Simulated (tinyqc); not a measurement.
Band edges of strained Si(1-x)Ge(x) on relaxed Si(1-y)Ge(y): one step. Strain of the layer on a (111) buffer.

Coherent growth on a (111) face: e_par = (a(y) - a(x))/a(x), e_perp = -(2 C11 + 4 C12 - 4 C44)/(C11 + 2 C12 + 4 C44) e_par; exx = eyy = ezz = (2 e_par + e_perp)/3 and exy = eyz = ezx = (e_perp - e_par)/3.

Parameters, chosen for this exercise (out of a larger set: end members near Si and Ge, in this order; not measured data): face = 111 (growth face).

Interpolated values (a in angstrom, C11, C12, C44 in GPa, all else in eV):

| symbol | layer | buffer |
|---|---|---|
| a | 5.493150 | 5.425000 |
| Dso | 0.115340 | 0.044000 |
| av | 2.100400 | 2.460000 |
| b | -2.224700 | -2.100000 |
| d | -4.909500 | -4.750000 |
| C11 | 153.618000 | 164.000000 |
| C12 | 59.366000 | 63.600000 |
| C44 | 75.688000 | 79.400000 |
| Ev | 0.200100 | 0.000000 |
| ED | 1.028962 | 1.134000 |
| EL | 1.620790 | 1.983000 |
| aD | 1.513000 | 1.600000 |
| aL | -2.817500 | -2.890000 |
| XuD | 9.000500 | 8.870000 |
| XuL | 16.077200 | 16.460000 |

Problem. Use the elastic constants of the layer.

Give: e_par; e_perp; strain tensor in the cubic axes.

Solution.

e_par = -0.012406
e_perp = 0.005219

strain tensor in the cubic axes:
```
           x          y          z
x  -0.006531   0.005875   0.005875
y   0.005875  -0.006531   0.005875
z   0.005875   0.005875  -0.006531
```

The layer is under compression in the plane; its volume changes by -1.959 %.

(tinyqc, `OMP_NUM_THREADS=1 python tinyqc.py 1080805 1080806 out.jsonl`, Intel(R) Xeon(R) Processor @ 2.30GHz, 1 thread, shared host, about 0.01 s.)
